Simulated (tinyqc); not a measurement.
# Two-diode model of a solar cell: what changes with what

J is the current delivered and Vj = V + J Rs the junction voltage. J = X JL - J01 (exp(Vj/(n1 Vt)) - 1) - J02 (exp(Vj/(2 Vt)) - 1) - Vj/Rp. The photocurrent does not depend on voltage.

Values chosen for this exercise; values of the order met in cells of a lead-halide perovskite: temperature T = 300 K; photocurrent at one sun JL = 19.9 mA/cm^2; concentration X = 0.3 suns; saturation current of the first diode J01 = 1e-20 A/cm^2; ideality factor of the first diode n1 = 1; series resistance Rs = 0.092 ohm cm^2; shunt resistance Rp = 300 ohm cm^2; incident power at one sun Pin = 100 mW/cm^2; saturation current of the second diode (ideality 2) J02 = 3.4e-12 A/cm^2.

Constants: q = 1.602176634e-19 C, kB = 1.380649e-23 J/K, Vt = kB T/q. Results are converted to the units shown.

Each table varies one quantity; the others keep the values above.

## Effect of the series resistance

Jsc at V = 0, Voc at J = 0, the maximum power point where J (1 + 2 Rs G) = G Vj with G = -dJ/dVj; FF = Vmp Jmp/(Voc Jsc); efficiency Vmp Jmp/(X Pin). Empirical fill factor without parasitics FF0 = (v - ln(v + 0.72))/(v + 1), v = Voc/(n1 Vt).

The same in every row: Voc (V) = 1.019; FF0 = 0.8839.

Effect of the series resistance:
```
Rs (ohm cm^2),Jsc (mA/cm^2),Vmp (V),Jmp (mA/cm^2),FF,efficiency (%)
0,5.970,0.8225,3.200,0.4325,8.774
0.05,5.969,0.8224,3.200,0.4325,8.772
0.11,5.968,0.8223,3.200,0.4325,8.770
0.25,5.965,0.8220,3.199,0.4325,8.765
0.55,5.959,0.8215,3.197,0.4324,8.755
1.2,5.946,0.8204,3.194,0.4322,8.733
2.7,5.917,0.8177,3.185,0.4318,8.682
6,5.853,0.8118,3.167,0.4310,8.571
```

As Rs goes from 0 to 6, Voc stays at 1.02 V, FF stays near 0.432 and the efficiency falls from 8.77 to 8.57 %. Voc does not depend on Rs, since no current flows through it at open circuit; between the first two rows FF drops by 0.0953 times rs = Rs Jsc/Voc in relative terms. In every row the shunt carries over 0.3 of the photocurrent at open circuit, so it pulls Voc down and FF towards the 1/4 of a resistor.

## Effect of the shunt resistance

Same model as above.

Effect of the shunt resistance:
```
Rp (ohm cm^2),Jsc (mA/cm^2),Voc (V),Vmp (V),Jmp (mA/cm^2),FF,efficiency (%),FF0
100,5.965,0.5970,0.2985,2.982,0.2500,2.967,0.8269
300,5.968,1.019,0.8223,3.200,0.4325,8.771,0.8839
700,5.969,1.038,0.9083,4.507,0.6609,13.65,0.8855
2000,5.970,1.044,0.9245,5.273,0.7822,16.25,0.8860
5000,5.970,1.046,0.9286,5.527,0.8221,17.11,0.8862
10000,5.970,1.046,0.9298,5.612,0.8355,17.40,0.8862
40000,5.970,1.047,0.9308,5.677,0.8455,17.61,0.8863
1e5,5.970,1.047,0.9309,5.690,0.8475,17.66,0.8863
```

As Rp goes from 100 to 1e5, Voc rises from 0.597 to 1.05 V, FF rises from 0.250 to 0.848 and the efficiency rises from 2.97 to 17.7 %. Voc changes by 0.208 mV a decade between the last two rows and 885 mV between the first two. For Rp = 100, 300 the shunt carries over 0.3 of the photocurrent at open circuit, so it pulls Voc down and FF towards the 1/4 of a resistor.

Numbers from tinyqc (`OMP_NUM_THREADS=1 python tinyqc.py 2280028 2280029 out.jsonl`; about 0.01 s on one thread of a shared Intel Xeon 2.30GHz).
